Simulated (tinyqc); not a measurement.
Worked calculation: LDA (VWN5) atom on a uniform radial grid, spin-unpolarised, for Li+. Computed by tinyqc, a small Python program that keeps every step. Settings: Z = 3, points = 256, R = 7.9, functional = lda,vwn, mixing = 0.6, iteration cap = 90. Command: `OMP_NUM_THREADS=1 python tinyqc.py 25868 25869 out.jsonl` (the two numbers bound the seeds that draw the settings). One thread of a shared host (Intel(R) Xeon(R) Processor @ 2.60GHz), about 0.2 s of CPU time with the checks. Later iterations appear only in the table of the cycle.

## Iteration 1

Spherical atom on a uniform radial grid r_j = j h with h = R/(N + 1), h sum u^2 = 1 and integrals as h times sums, u(0) = u(R) = 0 (atomic units):
```
parameter           value
Z                       3
points N              256
R                7.900000
h                0.030739
mixing           0.600000
electrons in 1s         2
```

Three-point differences turn -u''/2 + [l(l+1)/2r^2 - Z/r + V] u = e u into a tridiagonal matrix (diagonal 1/h^2 + potential, off-diagonal -1/2h^2). D = sum f u^2; the Hartree potential y/r solves y'' = -D/r with y(0) = 0, y(R) = N_e; v_xc comes from rho = D/(4 pi r^2); E = sum f e - int D V + int D (V_H/2 + eps_xc); V(new) = V + mixing (V_H + v_xc - V).

eigenvalues (hartree): [-4.490473]

Every 16th grid point:
```
r             V in     u(1s)         D       V_H       v_xc
0.491829  0.000000  1.168734  2.731877  3.539226  -1.029321
0.983658  0.000000  0.535618  0.573772  2.011150  -0.410870
1.475486  0.000000  0.184101  0.067786  1.354424  -0.168183
1.967315  0.000000  0.056247  0.006328  1.016561  -0.069752
2.459144  0.000000  0.016111  0.000519  0.813288  -0.028739
2.950973  0.000000  0.004430  0.000039  0.677742  -0.011598
3.442802  0.000000  0.001184  2.81e-06  0.580922  -0.004574
3.934630  0.000000  0.000310  1.92e-07  0.508307  -0.001771
4.426459  0.000000  0.000080  1.28e-08  0.451828  -0.000677
4.918288  0.000000  0.000020  8.29e-10  0.406646  -0.000257
5.410117  0.000000  0.000005  5.27e-11  0.369678  -0.000097
5.901946  0.000000  1.28e-06         0  0.338871  -0.000036
6.393774  0.000000  3.18e-07         0  0.312804   0.000000
6.885603  0.000000  7.83e-08         0  0.290461   0.000000
7.377432  0.000000  1.83e-08         0  0.271097   0.000000
7.869261  0.000000  7.62e-10         0  0.254153   0.000000
```

total energy = -6.98177021 hartree

## Iteration 2

As before.

eigenvalues (hartree): [-2.960884]

Every 16th grid point:
```
r             V in     u(1s)         D       V_H       v_xc
0.491829  1.505943  1.142923  2.612544  3.404697  -1.014891
0.983658  0.960168  0.609351  0.742616  1.994103  -0.444784
1.475486  0.711745  0.252717  0.127732  1.352688  -0.203443
1.967315  0.568086  0.094943  0.018028  1.016399  -0.095332
2.459144  0.470730  0.033862  0.002293  0.813274  -0.045026
2.950973  0.399686  0.011701  0.000274  0.677741  -0.021151
3.442802  0.345809  0.003959  0.000031  0.580922  -0.009817
3.934630  0.303922  0.001319  3.48e-06  0.508307  -0.004499
4.426459  0.270691  0.000434  3.78e-07  0.451828  -0.002041
4.918288  0.243833  0.000142  4.02e-08  0.406646  -0.000920
5.410117  0.221749  0.000046  4.22e-09  0.369678  -0.000412
5.901946  0.203301  0.000015  4.38e-10  0.338871  -0.000184
6.393774  0.187683  4.74e-06  4.49e-11  0.312804  -0.000082
6.885603  0.174277  1.50e-06         0  0.290461  -0.000037
7.377432  0.162658  4.39e-07         0  0.271097   0.000000
7.869261  0.152492  2.04e-08         0  0.254153   0.000000
```

total energy = -7.10938042 hartree

## Convergence

Stop when input and output potentials agree to 1e-7.

Course of the cycle (hartree):
```
iteration            E      e(1s)  largest |V(out) - V(in)|
1          -6.98177021  -4.490473                  3.56e+00
2          -7.10938042  -2.960884                  1.11e+00
3          -7.12393110  -2.449406                  3.41e-01
4          -7.12523327  -2.276945                  1.12e-01
5          -7.12534336  -2.217347                  3.95e-02
6          -7.12535345  -2.196121                  1.46e-02
7          -7.12535454  -2.188350                  5.54e-03
8          -7.12535468  -2.185442                  2.13e-03
9          -7.12535470  -2.184336                  8.30e-04
10         -7.12535470  -2.183910                  3.25e-04
11         -7.12535470  -2.183745                  1.28e-04
12         -7.12535470  -2.183680                  5.02e-05
13         -7.12535470  -2.183655                  1.98e-05
14         -7.12535470  -2.183645                  7.81e-06
15         -7.12535470  -2.183642                  3.08e-06
16         -7.12535470  -2.183640                  1.22e-06
17         -7.12535470  -2.183639                  4.81e-07
18         -7.12535470  -2.183639                  1.90e-07
19         -7.12535470  -2.183639                  7.51e-08
```

Converged in 19 iterations. A uniform grid resolves the cusp poorly: for a bare nucleus this grid gives 1s at -4.49047 against -Z^2/2 = -4.5 hartree. Before convergence this energy mixes input and output and is not variational, so it may rise towards its limit.
